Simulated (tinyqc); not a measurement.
Bottom-up copper filling of a trench by curvature-enhanced accelerator coverage. Changing the overpotential eta. Computed by tinyqc, a small Python program. Command: `OMP_NUM_THREADS=1 python tinyqc.py 3010563 3010564 out.jsonl superfill sweep`. One thread of a shared host (Intel(R) Xeon(R) Processor @ 2.30GHz), about 0.1 s of CPU time with the checks.

A rectangular trench keeps vertical walls and a flat floor. An accelerator floats on the surface; where area is lost in the corners it is passed on to the floor.

Inputs (values chosen for the exercise, close to those used for damascene copper plating):
```
quantity                                           value     unit
trench width w                                        75       nm
aspect ratio h/w                                     1.3        -
exchange current of the suppressed surface i_0     0.023  mA/cm^2
exchange current of the accelerated surface i_1      1.7  mA/cm^2
transfer coefficient alpha                          0.41        -
starting coverage theta_0                          0.051        -
adsorption rate k_a                                    0      1/s
cupric ion concentration C                          0.45    mol/l
diffusivity D                                    4.3e-06   cm^2/s
boundary layer delta                                  69       um
temperature T                                        298        K
```

Constants: e = 1.602176634e-19 C; N_A = 6.02214076e+23 1/mol; k_B = 8.617333262e-05 eV/K.

Method. Kinetic current i_k = [i_0 (1 - theta) + i_1 theta] exp(alpha eta/(k_B T)), limit i_L = 2 F D C/delta, i = 1/(1/i_k + 1/i_L); velocity v = i Omega/(2F), Omega = 7.11 cm^3/mol, F = e N_A. Depletion inside the trench is ignored. Half width x, floor height y, depth h = aspect ratio x w. dx/dt = -v_s, dy/dt = v_b. d theta_b/dt = k_a (1 - theta_b) + [theta_s v_b + theta_b v_s]/x: the floor takes the accelerator of the wall it covers and keeps its own as it narrows. d theta_s/dt = k_a (1 - theta_s). theta_b is capped at 1. Integrate (tolerance 1e-9) until the walls meet (x = 0.02 w/2) or the floor passes the original mouth y = h. Start: x = w/2, y = 0, theta_b = theta_s = theta_0. Height filled = y/h, opening left = x/(w/2).

One run for each value; columns: (1) overpotential eta (V); (2) ratio v(1)/v(theta_0); (3) share of the height filled from the floor; (4) opening left, as a share of w; (5) time at the end (s):
```
(1)       (2)     (3)      (4)     (5)
0.060  14.555  1.0000  0.21850  282.67
0.098  13.749  1.0000  0.21329  155.79
0.140  12.335  1.0000  0.20244   81.51
0.170  10.948  1.0000  0.18898   51.92
0.210   8.726  1.0000  0.15747   29.23
0.250   6.430  1.0000  0.09694   17.34
0.280   4.915  0.9996  0.02000   12.36
0.320   3.365  0.7874  0.02000    7.40
0.360   2.352  0.6318  0.02000    4.77
```

Over the rows, ratio v(1)/v(theta_0) falls from 14.6 to 2.35 (exponent d ln y / d ln x -0.12 between the first rows and -3.0 between the last); share of the height filled from the floor falls from 1.00 to 0.632, flat over part of the range; opening left, as a share of w falls from 0.218 to 0.0200, flat over part of the range. A high overpotential drives the accelerated surface towards the diffusion limit first, which lowers the contrast in speed.

Caution (all rows): real profiles develop slanted corners, and accelerator is consumed; both are left out.
